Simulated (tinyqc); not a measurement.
Quantum point contact as a saddle point with Zeeman splitting: spin splitting of the first step.

Potential V0 - m wx^2 x^2/2 + m wy^2 y^2/2; energies are counted from V0. Mode n = 0, 1, ... transmits T_n(E) = 1/(1 + exp(-2 pi (E - E_n)/wx)), E_n = wy (n + 1/2) +/- Ez/2 for the two spins, Ez = gs muB B, muB = q hbar/(2 m0); each spin carries q^2/h.

g(T) = int g(E) (-df/dE) dE = int g(mu + x kB T) dx/(4 cosh^2(x/2)), g(E) the zero-temperature value at E, g = G/(2 q^2/h).

Values chosen for this exercise: temperature T = 0.5 K; transverse quantum hbar wy wy = 3.4 meV; curvature of the barrier hbar wx wx = 1.5 meV; size of the g factor gs = 3.5.

Constants: q = 1.602176634e-19 C, kB = 1.380649e-23 J/K, hbar = 1.054571817e-34 J s, m0 = 9.1093837015e-31 kg, Vt = kB T/q. Results are converted to the units shown.

Result of one run:
```
Ez (meV)  g at mu = wy/2  dg/dmu there (1/meV)
1.317             0.5000                0.2431
```

Which in-plane magnetic field B gave this result: 4.3, 6.5, 8.6, 10.8 or 12.9 T?

B = 6.5 T.

The whole series:
```
B (T)  Ez (meV)  g at mu = wy/2  dg/dmu there (1/meV)
0             0          0.5000                 1.021
2.2      0.4457          0.5000                0.8386
4.3      0.8712          0.5000                0.5077
6.5       1.317          0.5000                0.2431
8.6       1.742          0.5000                0.1084
10.8      2.188          0.5000               0.04430
12.9      2.613          0.5001               0.01872
15.1      3.059          0.5002              0.008141
```

At the middle of the first riser g stays near 1/2, while the slope falls from 1.02 to 0.00814 1/meV. It is below a fifth of its zero-field value from B = 8.6 T on, where Ez = 1.74 meV exceeds the width of the riser, about 1/slope = 0.979 meV at zero field: a plateau at q^2/h has formed.

Range of the model: Orbital effects of the in-plane field and interactions (such as the 0.7 feature) are left out.

Numbers from tinyqc (`OMP_NUM_THREADS=1 python tinyqc.py 2740024 2740025 out.jsonl`; about 0.03 s on one thread of a shared Intel Xeon 2.30GHz).
